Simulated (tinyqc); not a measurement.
Five forms on the same table: equation-of-state fits to an energy-volume table made by a known binding curve. Computed by tinyqc, a small Python program. Command: `OMP_NUM_THREADS=1 python tinyqc.py 3026705 3026706 out.jsonl eosfit walk`. One thread of a shared host (Intel(R) Xeon(R) Processor @ 2.30GHz), about 0.03 s of CPU time with the checks.

With x = (V/V_0)^(1/3), the energy per atom is E = D [exp(-2 eta (x - 1)) - 2 exp(-eta (x - 1))], so that B0 = 2 D eta^2/(9 V_0) and B' = 1 + eta. B' = dB/dP at P = 0.

Inputs (values chosen for the exercise, for a model crystal):
```
quantity                                   value             unit
cohesive energy D                           5.62          eV/atom
true volume V_0                             12.4  angstrom^3/atom
stiffness eta                               3.49                -
half-width of the volume window w           0.04                -
shift of the window centre s             -0.0088                -
points N                                       7                -
compression V/V_0 for the pressure test      0.8                -
noise amplitude                             0.13              meV
```

Binding curve: Morse. Noise: added.

Constants: 1 eV/angstrom^3 = 160.2176634 GPa.

Method:
- B0 and B' from the formulas above; P = -dE/dV at V = c V_0 (c the compression chosen), from the curve itself.
- Table: V_j = V_0 [1 + s + w (2 j/(N - 1) - 1)], j = 0..N-1, rounded to 0.001; E_j from the curve plus the noise amplitude times the listed numbers xi_j (xi_0 first), rounded to 1e-7 eV.
- Murnaghan: E = E0 + (B0 V/B') [(V0/V)^B'/(B' - 1) + 1] - B0 V0/(B' - 1), P = (B0/B') [(V0/V)^B' - 1].
- Birch-Murnaghan: E = E0 + (9 V0 B0/16) [y^3 B' + y^2 (2 - 4 y)], y = (V0/V)^(2/3) - 1; P = (3 B0/2) (x^7 - x^5) [1 + (3/4)(B' - 4)(x^2 - 1)], x = (V0/V)^(1/3).
- Vinet: E = E0 + (9 B0 V0/h^2) {1 + [h (1 - x) - 1] exp(h (1 - x))}, P = 3 B0 (1 - x) x^-2 exp(h (1 - x)), x = (V/V0)^(1/3), h = (3/2)(B' - 1).
- All are least-squares fits to the energies; for polynomials in V, B0 = V E'' and B' = -1 - V E'''/E'' at the minimum.

numbers xi_j, drawn evenly from -1 to 1: -0.2915  0.8028  0.6419  -0.5793  0.3286  0.0682  -0.1310

exact B0 = 196.546 GPa

exact B' = 4.49

exact pressure at c V_0 = 71.5660 GPa

Table:
```
V (angstrom^3)      E (eV)
11.795          -5.6002045
11.960          -5.6096667
12.126          -5.6160482
12.291          -5.6194780
12.456          -5.6198034
12.622          -5.6176313
12.787          -5.6130148
```

Fitted values:
```
form             V0 (angstrom^3)  B0 (GPa)       B'  P at c V_0 (GPa)
exact                     12.400    196.55   4.4900            71.566
parabola in V             12.412    206.70  -1.0000                 -
cubic in V                12.402    197.68   4.0183                 -
Murnaghan                 12.402    197.21   3.7034            68.513
Birch-Murnaghan           12.402    197.27   3.7419            66.784
Vinet                     12.402    197.27   3.7634            66.334
```

What does the comparison show, and why?

In B0 the Murnaghan form comes closest (+0.34 %) and the parabola in V form misses most (+5.17 %). A parabola in V has no third derivative, so its B' is -1 by construction. At c V_0, beyond the window, the pressure errors are Murnaghan -4.3 %, Birch-Murnaghan -6.7 %, Vinet -7.3 %.

Extremes, crossings and ranges named in words are read from the listed rows.
